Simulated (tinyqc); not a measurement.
# Changing the mean composition c0

Model: Cahn-Hilliard equation on a periodic one-dimensional grid. Computed by tinyqc, a small Python program. Command: `OMP_NUM_THREADS=1 python tinyqc.py 3004627 3004628 out.jsonl cahn sweep`. One thread of a shared host (Intel(R) Xeon(R) Processor @ 2.30GHz), about 0.2 s of CPU time with the checks.

Free energy F = h sum_j [A (c_j^2 - 1)^2/4 + (kappa/2) ((c_(j+1) - c_j)/h)^2]; dc/dt = Lap(mu), mu = A (c^3 - c) - kappa Lap(c), Lap(y)_j = (y_(j+1) - 2 y_j + y_(j-1))/h^2, mobility 1; the grid has n = 12 points.

Inputs (values chosen for the exercise, in reduced units):
```
quantity,value,unit
spacing h,1.3,-
well depth A,0.99,-
gradient coefficient kappa,0.77,-
noise amplitude,0.05,-
time step dt,0.14,-
end time,100,-
```

Scheme: explicit Euler.

random numbers: [0.865, -0.928, 0.261, 0.270, -0.658, -0.402, -0.496, -0.409, 0.088, -0.885, 0.426, -0.260]

Method:
- f'' = A (3 c0^2 - 1). Mode m has lambda_m = (4/h^2) sin^2(pi m/n) and the rate w_m = -lambda_m (f'' + kappa lambda_m). In the continuum the fastest wavelength is 2 pi sqrt(2 kappa/|f''|) with the rate f''^2/(4 kappa). Explicit steps near c = +-1, where f'' = 2A, are stable for dt < 2/(16 kappa/h^4 + 8 A/h^2).
- Start: c_j = c0 + amplitude x (z_j - mean of z).
- c(new) = c + dt Lap(mu).
- Run to the end time; break off if |c| exceeds 3 or F has risen by more than 1e-9 in more than 30 steps. Domains = stretches with c > c0.

One run for each value:
```
mean composition c0,fastest wavelength,largest rate,F at the end,f''
-0.36,10.024,0.11887,1.5496,-0.605088
-0.24,8.616,0.21774,1.5732,-0.818928
-0.12,8.011,0.29131,1.5471,-0.947232
0.00,7.837,0.31821,1.5371,-0.990000
0.12,8.011,0.29131,1.5474,-0.947232
0.24,8.616,0.21774,1.5606,-0.818928
0.36,10.024,0.11887,1.5446,-0.605088
```

What does the table show, and why?

Over the rows, fastest wavelength goes from 10.0 through a minimum among these rows, 7.84 at 0, to 10.0; largest rate goes from 0.119 through a maximum among these rows, 0.318 at 0, to 0.119; F at the end lies between 1.54 and 1.57 without a single trend. The spinodal lies at |c0| = 1/sqrt(3) = 0.577, where the wavelength diverges and the rate vanishes. Left out: -0.480, 0.480 (no mode grows enough within the run).

Extremes, crossings and ranges named in words are read from the listed rows.
